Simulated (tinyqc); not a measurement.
Millisecond and nanosecond annealing: surface heating, thermal budget and solid-phase regrowth. Inputs raised by 2 %, one at a time. Computed by tinyqc, a small Python program. Command: `OMP_NUM_THREADS=1 python tinyqc.py 3014815 3014816 out.jsonl flash sens`. One thread of a shared host (Intel(R) Xeon(R) Processor @ 2.30GHz), about 0.02 s of CPU time with the checks.

A square pulse heats the surface of a thick wafer with constant thermal properties; losses by radiation are neglected and silicon melts at 1414 C.

Inputs (values chosen for the exercise, modelled on hot silicon with phosphorus): incident fluence = 73.1 J/cm^2; pulse length t_p = 0.017 s; reflectance R = 0.39; thermal conductivity k = 0.24 W/(cm K); heat capacity per volume c = 2.15 J/(cm^3 K); preheat temperature T0 = 800 C; wafer thickness d = 775 um; dopant prefactor D0 = 5.2 cm^2/s; dopant activation energy E = 3.71 eV; regrowth prefactor v0 = 5.7e+08 cm/s; regrowth energy E_v = 2.7 eV; amorphous layer = 11 nm.

Source: flash lamp.

Constants: k_B = 8.617333262e-05 eV/K.

Method:
- Absorbed flux q = (1 - R) fluence/t_p; kappa = k/c. With f(z, t) = (2 q/k) sqrt(kappa t) ierfc(z/(2 sqrt(kappa t))), ierfc(x) = exp(-x^2)/sqrt(pi) - x erfc(x): T = T0 + f(z, t) during the pulse and T0 + f(z, t) - f(z, t - t_p) after it.
- At the surface the rise at the end of the pulse is 2 q sqrt(t_p/(pi k c)); the fluence that just melts the surface scales with (1414 - T0).
- Temperatures in kelvin are T(C) + 273.15.
- Integrate exp(-E/(k_B T(t))) at the surface from 0 to 10 t_p (Gauss-Legendre, 60 points in sqrt(t) up to t_p and 60 in sqrt(t - t_p) after it). (Dt) = D0 x integral with E; regrowth = v0 x integral with E_v; effective time = integral/exp(-E/(k_B T_peak)).

Runs; columns: (1) input moved; (2) from; (3) to; (4) diffusion length 2 sqrt(Dt) (nm); (5) possible regrowth (nm); (6) effective time over t_p; (7) fluence at the melting threshold (J/cm^2):
```
(1)                                        (2)      (3)     (4)         (5)      (6)     (7)
base run                                     -        -  4.3727  1.0942e+05  0.22066  83.547
incident fluence (J/cm^2)                 73.1   74.562  4.7582  1.2318e+05  0.21885  83.547
pulse length t_p (s)                     0.017  0.01734  4.2347  1.0524e+05  0.22158  84.379
thermal conductivity k (W/(cm K))         0.24   0.2448  4.1929  1.0318e+05  0.22158  84.379
heat capacity per volume c (J/(cm^3 K))   2.15    2.193  4.1929  1.0318e+05  0.22158  84.379
dopant activation energy E (eV)           3.71   3.7842  3.3116  1.0942e+05  0.21603  83.547
dopant prefactor D0 (cm^2/s)               5.2    5.304  4.4162  1.0942e+05  0.22066  83.547
```

Exponents ln(y'/y) / ln(x'/x):
```
input                       diffusion length 2 sqrt(Dt)  possible regrowth  effective time over t_p  fluence at the melting threshold
incident fluence                                  4.266              5.980                   -0.416                               0.0
pulse length t_p                                 -1.620             -1.968                    0.212                               0.5
thermal conductivity k                           -2.120             -2.968                    0.212                               0.5
heat capacity per volume c                       -2.120             -2.968                    0.212                               0.5
dopant activation energy E                      -14.036              0.000                   -1.071                               0.0
dopant prefactor D0                               0.500              0.000                    0.000                               0.0
```

Among the inputs moved here: diffusion length 2 sqrt(Dt) answers most in size to dopant activation energy E (exponent -14.036), next to incident fluence (+4.266). Its exponent +0.500 in dopant prefactor D0: a diffusion length. Possible regrowth answers most in size to incident fluence (exponent +5.980), next to thermal conductivity k (-2.968); its exponent is below 0.0005 for dopant activation energy E, dopant prefactor D0. Effective time over t_p answers most in size to dopant activation energy E (exponent -1.071), next to incident fluence (-0.416); its exponent is below 0.0005 for dopant prefactor D0. Fluence at the melting threshold answers most in size to pulse length t_p (exponent +0.500), and about equally to thermal conductivity k (+0.500), heat capacity per volume c (+0.500); its exponent is below 0.0005 for incident fluence, dopant activation energy E, dopant prefactor D0. Its exponent +0.500 in pulse length t_p: the heated depth grows as sqrt(t_p). Its exponent +0.500 in thermal conductivity k: the rise goes as 1/sqrt(k c).

Caution (all rows): heat reaches the back of the wafer, which is no longer thick. Caution (all rows): equilibrium diffusivities are used; implant damage enhances diffusion, and k and c vary with temperature. Caution (all rows): the peak lies above 1150 C, and amorphous silicon melts some 200 to 250 K below the crystal, so a layer that has not regrown before the peak may melt instead. Caution (all rows): at this preheat temperature the layer would already regrow within five seconds or less before the pulse.

Extremes, crossings and ranges named in words are read from the listed rows.
